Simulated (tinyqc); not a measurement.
Electromigration in a confined line: Blech product, Korhonen stress evolution and Black's law. Changing the line length L. Computed by tinyqc, a small Python program. Command: `OMP_NUM_THREADS=1 python tinyqc.py 3002191 3002192 out.jsonl emigr sweep`. One thread of a shared host (Intel(R) Xeon(R) Processor @ 2.30GHz), about 0.01 s of CPU time with the checks.

The electron wind pushes atoms from the cathode (x = 0) to the anode (x = L); blocking ends build a back stress (tension positive). The input rho is taken not to change with temperature. d sigma/dt = d/dx [kappa (d sigma/dx + G)], with zero flux at both ends and sigma = 0 at t = 0.

Inputs (values chosen for the exercise, close to those used for cobalt lines): resistivity rho = 11.2 micro-ohm cm; atomic volume Omega = 11.1 angstrom^3; effective charge number Z* = 2.2; prefactor D0 = 5.6e-07 m^2/s; activation energy E = 1.32 eV; effective modulus B = 42 GPa; critical stress sigma_c = 410 MPa; current density j = 0.69 MA/cm^2; test temperature T = 350 C.

Start: stress-free.

Constants: e = 1.602176634e-19 C; k_B = 8.617333262e-05 eV/K; k_B = 1.380649e-23 J/K.

Method:
- G = Z* e rho j/Omega; D = D0 exp(-E/(k_B T)); kappa = D B Omega/(k_B T); drift velocity of an unconfined line v = D Z* e rho j/(k_B T). SI: 1 micro-ohm cm = 1e-8 ohm m, 1 MA/cm^2 = 1e10 A/m^2.
- Temperatures in kelvin are T(C) + 273.15.
- At steady state sigma(x) = G (L/2 - x). A void forms only if the cathode stress reaches sigma_c, that is if j L exceeds (j L)_c = 2 Omega (sigma_c)/(Z* e rho). Time scale tau = L^2/kappa.
- sigma(x, t) = G L [1/2 - x/L - 4 sum_(m odd) cos(m pi x/L) exp(-m^2 pi^2 s)/(m pi)^2], s = t/tau, summed to m = 399.
- Solve sigma(0, t) = sigma_c for s; the semi-infinite estimate is t = (pi/kappa) ((sigma_c)/(2 G))^2.

One run for each value:
```
line length L (um)  nucleation time (h)  semi-infinite estimate (h)  j L (A/cm)  steady cathode stress (MPa)
50                               98.173                      95.088        3450                        613.5
80                               95.103                      95.088        5520                        981.6
130                              95.088                      95.088        8970                       1595.1
200                              95.088                      95.088       13800                       2454.0
320                              95.088                      95.088       22080                       3926.4
500                              95.088                      95.088       34500                       6135.0
```

Describe and explain the trends.

Over the rows, nucleation time (h) falls from 98.2 to 95.1, flat over part of the range. At the high end the exponent of nucleation time is 0.00, close to 0: the far end is not felt. The ratio of nucleation time to semi-infinite estimate falls from 1.03 to 1.00: short lines feel the back stress, and the time diverges as j L approaches the critical product. Lines below it form no void. Left out: 8.00, 13.0, 20.0, 32.0 (a listed quantity is not defined there).

Caution (all rows): a steady stress above sigma_c is formal, since a void forms first.
